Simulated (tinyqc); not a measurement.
Plane-wave Kohn-Sham cycle with exchange-only LDA in a layered model solid, step by step. Computed by tinyqc, a small Python program that keeps every step. Settings: points = 16, plane-wave index or count = 3, electrons = 4, k points = 2, area = 29.0, mixing = 0.5, iteration cap = 51, Kerker q0 = 0.82. Command: `OMP_NUM_THREADS=1 python tinyqc.py 20439 20440 out.jsonl` (the two numbers bound the seeds that draw the settings). One thread of a shared host (Intel(R) Xeon(R) Processor @ 2.60GHz), about 0.02 s of CPU time with the checks. Later iterations appear only in the table of the cycle.

## Iteration 1: potential

A solid whose potential varies along x alone (atomic units):
```
parameter                      value
period a                   10.300000
cross-section of the cell  29.000000
electrons per cell                 4
grid points                       16
plane waves -n..n, n               3
k points                           2
V1 in V1 cos(2 pi x/a)     -0.780000
V2 in V2 cos(4 pi x/a)      0.180000
```

density at the start, on the grid x_j = j a/N (e/bohr^3): 0.01339136  0.01339136  0.01339136  0.01339136  0.01339136  0.01339136  0.01339136  0.01339136  0.01339136  0.01339136  0.01339136  0.01339136  0.01339136  0.01339136  0.01339136  0.01339136

V_H(G) = 4 pi rho(G)/G^2 for G != 0 (uniform background); v_x = -(3 rho/pi)^(1/3); V = V_ext + V_H + v_x; Fourier components f(G_m) = (1/N) sum_j f(x_j) exp(-i G_m x_j).

Potentials on the grid (hartree):
```
x             V_ext       V_H        v_x          V
0.000000  -0.600000  0.000000  -0.233847  -0.833847
0.643750  -0.593347  0.000000  -0.233847  -0.827194
1.287500  -0.551543  0.000000  -0.233847  -0.785390
1.931250  -0.425772  0.000000  -0.233847  -0.659619
2.575000  -0.180000  0.000000  -0.233847  -0.413847
3.218750   0.171214  0.000000  -0.233847  -0.062633
3.862500   0.551543  0.000000  -0.233847   0.317696
4.506250   0.847905  0.000000  -0.233847   0.614058
5.150000   0.960000  0.000000  -0.233847   0.726153
5.793750   0.847905  0.000000  -0.233847   0.614058
6.437500   0.551543  0.000000  -0.233847   0.317696
7.081250   0.171214  0.000000  -0.233847  -0.062633
7.725000  -0.180000  0.000000  -0.233847  -0.413847
8.368750  -0.425772  0.000000  -0.233847  -0.659619
9.012500  -0.551543  0.000000  -0.233847  -0.785390
9.656250  -0.593347  0.000000  -0.233847  -0.827194
```

V(G_m), m = 0, 1, 2, ... (hartree): -0.233847  -0.390000  0.090000  0.000000  0.000000  0.000000  0.000000

## Iteration 1: Hamiltonian at one k

k = 0.250000 2 pi / a

H(m,m') = (k + G_m)^2/2 delta + V(G_m - G_m'), with V(-G) = V(G).

H (hartree), lower triangle:
```
           -3         -2         -1         +0         +1         +2        +3
-3   1.173239
-2  -0.390000   0.335965
-1   0.090000  -0.390000  -0.129188
+0   0.000000   0.090000  -0.390000  -0.222218
+1   0.000000   0.000000   0.090000  -0.390000   0.056873
+2   0.000000   0.000000   0.000000   0.090000  -0.390000   0.708087
+3   0.000000   0.000000   0.000000   0.000000   0.090000  -0.390000  1.731422
```

## Iteration 1: levels at that k

Diagonalise the Hermitian matrix.

eigenvalues (hartree): -0.682650  -0.326059  0.086135  0.481446  0.831718  1.371720  1.891869

## Iteration 1: new density

Motion across x is left out: the lowest 2 band(s) hold two electrons at each of the k points (j + 1/2)/nk - 1/2. Residual R = rho(out) - rho(in); rho(new) = rho(in) + 0.5 R, with R(G) scaled by G^2/(G^2 + 0.82^2) (Kerker). rho(out) = 2/(a A nk) sum |psi|^2 with psi = sum c exp(i G x). Harris energy E = band energy - dV sum rho (V_H/2 + v_x) + (3/4) dV sum rho v_x with rho(in), dV = a A/N, band energy = (2/nk) sum of the filled levels.

rho(out) (e/bohr^3): 0.02273048  0.02643727  0.02962617  0.02318790  0.01173732  0.00380149  0.00081289  0.00013880  0.00004767  0.00013880  0.00081289  0.00380149  0.01173732  0.02318790  0.02962617  0.02643727

density after iteration 1 (e/bohr^3): 0.01343757  0.01534728  0.01755033  0.01600229  0.01263185  0.01084901  0.01087505  0.01136688  0.01157887  0.01136688  0.01087505  0.01084901  0.01263185  0.01600229  0.01755033  0.01534728

energy per cell = -1.78357094 hartree

## Iteration 2: potential

As before.

Potentials on the grid (hartree):
```
x             V_ext        V_H        v_x          V
0.000000  -0.600000   0.086405  -0.234116  -0.747711
0.643750  -0.593347   0.085353  -0.244719  -0.752713
1.287500  -0.551543   0.073979  -0.255909  -0.733474
1.931250  -0.425772   0.042748  -0.248152  -0.631177
2.575000  -0.180000  -0.001262  -0.229340  -0.410601
3.218750   0.171214  -0.042098  -0.217999  -0.088883
3.862500   0.551543  -0.070512  -0.218173   0.262859
4.506250   0.847905  -0.086002  -0.221414   0.540489
5.150000   0.960000  -0.090816  -0.222782   0.646403
5.793750   0.847905  -0.086002  -0.221414   0.540489
6.437500   0.551543  -0.070512  -0.218173   0.262859
7.081250   0.171214  -0.042098  -0.217999  -0.088883
7.725000  -0.180000  -0.001262  -0.229340  -0.410601
8.368750  -0.425772   0.042748  -0.248152  -0.631177
9.012500  -0.551543   0.073979  -0.255909  -0.733474
9.656250  -0.593347   0.085353  -0.244719  -0.752713
```

V(G_m), m = 0, 1, 2, ... (hartree): -0.233019  -0.350483  0.089880  0.001698  0.001170  0.000166  0.000107

## Iteration 2: Hamiltonian at one k

k = 0.250000 2 pi / a

As before.

H (hartree), lower triangle:
```
           -3         -2         -1         +0         +1         +2        +3
-3   1.174067
-2  -0.350483   0.336793
-1   0.089880  -0.350483  -0.128360
+0   0.001698   0.089880  -0.350483  -0.221390
+1   0.001170   0.001698   0.089880  -0.350483   0.057701
+2   0.000166   0.001170   0.001698   0.089880  -0.350483   0.708914
+3   0.000107   0.000166   0.001170   0.001698   0.089880  -0.350483  1.732250
```

## Iteration 2: levels at that k

As before.

eigenvalues (hartree): -0.621564  -0.295088  0.099202  0.467579  0.808260  1.337587  1.863999

## Iteration 2: new density

As before.

rho(out) (e/bohr^3): 0.02154154  0.02521091  0.02893688  0.02367441  0.01277365  0.00448504  0.00104803  0.00019510  0.00007224  0.00019510  0.00104803  0.00448504  0.01277365  0.02367441  0.02893688  0.02521091

density after iteration 2 (e/bohr^3): 0.01389434  0.01677248  0.02023011  0.01801593  0.01259870  0.00928623  0.00889591  0.00949080  0.00978711  0.00949080  0.00889591  0.00928623  0.01259870  0.01801593  0.02023011  0.01677248

energy per cell = -1.61887322 hartree

## Convergence

Stop when sqrt(dV sum R^2) is below 1e-8, dV = a A/N.

Course of the cycle:
```
iteration  E (hartree)  norm of the residual
1          -1.78357094              2.02e-01
2          -1.61887322              1.55e-01
3          -1.51823282              1.20e-01
4          -1.45838516              9.30e-02
5          -1.42355291              7.19e-02
6          -1.40367500              5.55e-02
7          -1.39254573              4.28e-02
8          -1.38643392              3.29e-02
9          -1.38314562              2.53e-02
10         -1.38141654              1.94e-02
11         -1.38053171              1.49e-02
...                ...                   ...
41         -1.37976415              5.77e-06
42         -1.37976415              4.45e-06
43         -1.37976415              3.43e-06
44         -1.37976415              2.64e-06
45         -1.37976415              2.04e-06
46         -1.37976415              1.57e-06
47         -1.37976415              1.21e-06
48         -1.37976415              9.35e-07
49         -1.37976415              7.21e-07
50         -1.37976415              5.56e-07
51         -1.37976415              4.29e-07
```

Not converged within 51 iterations: the residual falls steadily but slowly, by a factor of about 0.77 a step. Reruns (cap 100 unless said): mixing 0.1: not converged; mixing 0.5, Kerker q0 1.0: converged in 88 (E = -1.37976); mixing 0.3, Pulay depth 5: converged in 14 (E = -1.37976); the original settings with a cap of 400: converged in 66 (E = -1.37976).
